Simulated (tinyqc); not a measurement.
## CMOS inverter, nodal equation and switching: effect of the supply voltage

An n-channel pull-down (bn, VTn) and a p-channel pull-up (bp, VTp) share the input Vin and the output node Vout, which carries the load C. Transistor (EKV form, voltages against the body): I = 2 n b Vt^2 [F(vp - Vs) - F(vp - Vd)] from drain to source, F(v) = ln^2(1 + exp(v/(2 Vt))), vp = (Vg - VT + sg |Vd - Vs|)/n. n-channel bodies are at 0; for the p-channel device all voltages are counted down from Vdd. b in uA/V^2 gives I in uA. Static: In = Ip. Transient: C dVout/dt = Ip - In. No velocity saturation, no gate capacitance beyond C.

VM solves In = Ip with Vin = Vout; VIL and VIH are the inputs of gain -1, NML = VIL - Vout(VIH), NMH = Vout(VIL) - VIH. For a step input the delay to Vdd/2 is tHL = C times the integral of dV/(In - Ip) from Vdd/2 to Vdd at Vin = Vdd, and tLH likewise with Ip - In from 0 to Vdd/2 at Vin = 0.

Parameters, values chosen for the exercise: temperature T = 300 K; slope factor n = 1.13; drain-induced barrier lowering sg = 0.021; n-channel threshold VTn = 0.44 V; p-channel threshold (magnitude) VTp = 0.39 V; gain factor of the pull-down transistor bn = 690 uA/V^2; gain factor of the pull-up transistor bp = 900 uA/V^2; load capacitance C = 1 fF.

Constants: q = 1.602176634e-19 C, kB = 1.380649e-23 J/K, Vt = kB T/q. Results are converted to the units shown.

Effect of the supply voltage:
```
Vdd (V),VM (V),gain at VM,NML (V),NMH (V),tHL (ps),tLH (ps)
0.2,0.1275,-16.20,0.1005,0.04274,3.278e5,4.619e4
0.3,0.1782,-37.33,0.1494,0.09157,1.625e4,2531
0.4,0.2283,-45.76,0.1981,0.1403,966.4,207.5
0.5,0.2784,-47.33,0.2466,0.1886,116.7,40.08
0.6,0.3286,-47.57,0.2946,0.2362,33.00,15.46
0.8,0.4296,-47.62,0.3858,0.3252,9.434,5.625
1,0.5327,-47.62,0.4651,0.3968,4.943,3.210
1.2,0.6379,-47.62,0.5338,0.4497,3.244,2.200
```

What does the table show?

As Vdd goes from 0.2 to 1.2 V, VM rises from 0.128 to 0.638 V, the size of the gain rises from 16.2 to 47.6, tHL falls from 3.28e5 to 3.24 ps and tLH falls from 46200 to 2.20 ps. The smaller margin is largest, 0.450 V, at Vdd = 1.2 V among the rows. For Vdd = 1 to 1.2 V the overdrive passes 0.5 V, where velocity saturation, left out here, would lengthen the delays of short devices. For Vdd = 0.2 to 0.4 V the supply is below a threshold, where mismatch, left out here, dominates margins and delay.

tinyqc, about 0.04 s, one thread, Intel Xeon 2.30GHz (shared host): `OMP_NUM_THREADS=1 python tinyqc.py 2340053 2340054 out.jsonl`
